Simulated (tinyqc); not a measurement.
Comparisons within one model: configuration-coordinate model of carrier capture at a defect. A value that a table varies takes the place of the one given here.

Two parabolas of equal curvature k in one coordinate Q: with the carrier free at the band edge, U_f = k Q^2/2; with the carrier trapped, U_t = k (Q - dQ)^2/2 - ET. ER = k dQ^2/2, Huang-Rhys factor S = ER/hw, hw = 0.0646541 sqrt(k/M) eV for k in eV/angstrom^2 and M in u. The curves cross at a height Eb = (ER - ET)^2/(4 ER) above the free minimum.

Multiphonon factor for giving p = ET/hw phonons to the lattice: W = exp(-S (2 nb + 1)) ((nb + 1)/nb)^(p/2) I_p(x), nb = 1/(exp(hw/kT) - 1), x = 2 S sqrt(nb (nb + 1)), I_p the modified Bessel function. Classical limit: W = hw exp(-Eb/kT)/sqrt(4 pi ER kT). At T = 0: exp(-S) S^p/Gamma(p + 1).

Constants: kB = 8.617333262e-05 eV/K.

Parameters, chosen for this exercise (of the size met at a deep level in Si; not measured data):

| symbol | value | unit | meaning |
|---|---|---|---|
| ET | 0.49 | eV | thermal depth of the level below the band edge |
| ER | 0.28 | eV | relaxation energy |
| hw | 0.027 | eV | phonon energy of the mode |
| T | 350 | K | temperature |

## Capture against temperature

The local activation energy is -d ln W/d(1/kT), by central differences with T changed by 1 %.

Against T:

| T (K) | kT/hw | log10 W | log10 W, classical | activation energy (eV) |
|---|---|---|---|---|
| 40 | 0.128 | -2.063 | -5.572 | 0.0000 |
| 60 | 0.191 | -2.056 | -4.006 | 0.0004 |
| 80 | 0.255 | -2.037 | -3.242 | 0.0016 |
| 120 | 0.383 | -1.970 | -2.503 | 0.0056 |
| 160 | 0.511 | -1.889 | -2.152 | 0.0101 |
| 220 | 0.702 | -1.782 | -1.883 | 0.0151 |
| 300 | 0.957 | -1.680 | -1.710 | 0.0182 |
| 400 | 1.277 | -1.602 | -1.607 | 0.0182 |
| 550 | 1.755 | -1.544 | -1.540 | 0.0147 |

log10 W at T = 0 = -2.063
Eb = 0.0394 eV

How do the results move?

At 40 K log10 W is -2.06, against -2.06 at T = 0 and -5.6 classically; at 550 K the two forms differ by 0.00. The activation energy read from an Arrhenius plot goes from 0.000 eV at 40 K to 0.015 at 550 K, with its largest value 0.018 at 400 K, against Eb = 0.039 eV; the classical form itself gives Eb - kT/2. With so low a barrier the slope says little about it.

## Capture against depth of the level

ET is varied at fixed ER, hw and T, as by moving the band edge with alloying or pressure.

Against ET:

| ET/ER | ET (eV) | Eb (eV) | log10 W | log10 W, classical |
|---|---|---|---|---|
| 0.10 | 0.028 | 0.0567 | -1.872 | -1.898 |
| 0.25 | 0.070 | 0.0394 | -1.626 | -1.649 |
| 0.50 | 0.140 | 0.0175 | -1.321 | -1.334 |
| 0.75 | 0.210 | 0.0044 | -1.145 | -1.145 |
| 1.00 | 0.280 | 0.0000 | -1.094 | -1.082 |
| 1.25 | 0.350 | 0.0044 | -1.163 | -1.145 |
| 1.50 | 0.420 | 0.0175 | -1.345 | -1.334 |
| 2.00 | 0.560 | 0.0700 | -2.027 | -2.089 |
| 3.00 | 0.840 | 0.2800 | -4.498 | -5.113 |

How do the results move?

Capture is fastest at ET/ER = 1 among these rows, where the barrier vanishes or nearly so. The classical form is symmetric about ET = ER; the quantum one gives -1.32 at 0.5 and -1.35 at 1.5, against -1.33 for both. At ET = 3 ER it lies 0.6 decades above the classical value: deep levels capture by emitting many phonons, and the rate falls with depth by 8.8 decades per eV between the last two rows. Rows deeper than the gap of the host are formal.

## Phonon side bands at T = 0

Weights exp(-S) S^j/j! of the line with j phonons, S = ER/hw; absorption at ET + j hw, emission at ET - j hw (a dash if negative).

Lines:

| j | weight | absorption (eV) | emission (eV) |
|---|---|---|---|
| 0 | 0.00003 | 0.490 | 0.490 |
| 1 | 0.00033 | 0.517 | 0.463 |
| 2 | 0.00169 | 0.544 | 0.436 |
| 3 | 0.00583 | 0.571 | 0.409 |
| 4 | 0.01511 | 0.598 | 0.382 |
| 5 | 0.03133 | 0.625 | 0.355 |
| 6 | 0.05415 | 0.652 | 0.328 |
| 7 | 0.08023 | 0.679 | 0.301 |
| 8 | 0.10400 | 0.706 | 0.274 |
| 9 | 0.11984 | 0.733 | 0.247 |
| 10 | 0.12428 | 0.760 | 0.220 |
| 11 | 0.11716 | 0.787 | 0.193 |
| 12 | 0.10125 | 0.814 | 0.166 |
| 13 | 0.08077 | 0.841 | 0.139 |

How do the results move?

The zero-phonon line holds 0.00313 % of the band and the largest weight falls on j = 10, next to S = 10.37; the lines listed add to 0.8360.

## What each parameter does

Eb, log10 W and the full width 2.35482 sqrt(ER hw coth(hw/2kT)). Each row changes one parameter from the base and keeps the others.

Results:

| case | Eb (eV) | log10 W | full width (eV) |
|---|---|---|---|
| base | 0.0394 | -1.636 | 0.3160 |
| ET = 0.53 eV | 0.0558 | -1.847 | 0.3160 |
| ER = 0.33 eV | 0.0194 | -1.405 | 0.3430 |
| hw = 0.0324 eV | 0.0394 | -1.552 | 0.3202 |
| T = 380 K | 0.0394 | -1.614 | 0.3277 |

How do the results move?

The largest shifts from the base row, up to three for each result and ties (the steps differ in size, so this ranks the rows, not the parameters). Eb (eV): ER -0.0200, ET +0.0164; unchanged at the printed digits by hw and T. log10 W: ER +0.230, ET -0.212, hw +0.084. full width (eV): ER +0.0271, T +0.0117, hw +0.0042; unchanged at the printed digits by ET.

Program tinyqc; command `OMP_NUM_THREADS=1 python tinyqc.py 1481627 1481628 out.jsonl`; about 0.01 s on one thread of a shared Intel(R) Xeon(R) Processor @ 2.30GHz.
